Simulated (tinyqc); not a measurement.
Epitaxial growth on a vicinal surface: Burton-Cabrera-Frank step flow, step-edge barrier and island nucleation: one step, computed by the program tinyqc.

Adatoms land at rate F, hop on a square grid (a simplification for hexagonal faces), desorb, or join steps. Lengths are in units of a and n is the adatom coverage. Steps ascend at x = 0 and descend at x = l.

Task: Terrace solution. D n'' - n/tau + F = 0 with n(0) = n_eq and -l_s n'(l) = n(l) - n_eq. With u = n - F tau, A = n_eq - F tau, y = l/x_s, s = l_s/x_s: u = A cosh(x/x_s) + B sinh(x/x_s), B = A (1 - cosh y - s sinh y)/(sinh y + s cosh y). Flux into the ascending step J+ = D B/x_s, over the descending one J- = -(D/x_s)(A sinh y + B cosh y); step velocity J+ + J-; growth rate (J+ + J-)/l. For small y: J+ + J- = (F - n_eq/tau) l, J-/J+ = l/(l + 2 l_s). The coverage peaks where n' = 0, tanh(x/x_s) = -B/A.

Inputs (values chosen for the exercise, close to those used for Ge(001)): deposition rate F = 0.69 layers/s; temperature T = 470 C.

D = 2.469600e+08 a^2/s

lifetime tau = 349663.5 s

diffusion length x_s = 9292626 a

equilibrium coverage n_eq = 1.857491e-08

terrace width l = 67.32193 a

Schwoebel length l_s = 0 a

Give: J+; J-; growth rate; peak coverage; position of the peak.

Result:

J+ = 23.23 atoms per step site and s

J- = 23.23 atoms per step site and s

growth rate = 0.6900 layers/s

peak coverage = 1.601e-06

position of the peak = 33.66 a
